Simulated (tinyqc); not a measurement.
From results back to parameters: band-to-band tunnelling across a p-n junction in a two-band chain. Four cases, with inputs chosen for the exercise.

Problem. In a uniform field T = exp(-B/F), B = (pi/4) sqrt(m/c) Eg^(3/2), c = hbar^2/2m0, 1 V/angstrom = 100 MV/cm. m is the band-edge mass, the same for both bands (twice the reduced mass). The ratio below comes from a hidden m.

Constants: hbar^2/2m0 = 3.80998211 eV angstrom^2.

Find: B; m.

Method. B is the logarithm over 1/F1 - 1/F2, and m = c (4B/pi)^2/Eg^3 with B in V/angstrom.

Case 1.

Values chosen (out of a larger set: gap and mass near those of InSb; not measured data): Eg = 0.176 eV (gap); F1 = 1.31 MV/cm (first field); F2 = 2.79 MV/cm (second field).

ln(T2/T1) = 0.144366

Solution.

B = 0.357 MV/cm
m = 0.0144 m0

Case 2.

Values chosen (out of a larger set: gap and mass near those of InGaAs; not measured data): Eg = 0.773 eV (gap); F1 = 1.08 MV/cm (first field); F2 = 3.37 MV/cm (second field).

ln(T2/T1) = 3.458360

Solution.

B = 5.497 MV/cm
m = 0.0404 m0

Case 3.

Values chosen (out of a larger set: gap and mass near those of InAs; not measured data): Eg = 0.362 eV (gap); F1 = 0.85 MV/cm (first field); F2 = 2.05 MV/cm (second field).

ln(T2/T1) = 0.958076

Solution.

B = 1.391 MV/cm
m = 0.0252 m0

Case 4.

Values chosen (out of a larger set: gap and mass near those of InSb; not measured data): Eg = 0.175 eV (gap); F1 = 0.96 MV/cm (first field); F2 = 2.35 MV/cm (second field).

ln(T2/T1) = 0.215512

Solution.

B = 0.350 MV/cm
m = 0.0141 m0

Computed by tinyqc, one run a case: `OMP_NUM_THREADS=1 python tinyqc.py N N+1 out.jsonl` with N = 1482810, 1482818, 1482870, 1482883; one thread of a shared Intel(R) Xeon(R) Processor @ 2.30GHz, about 0.01 s a run at most.
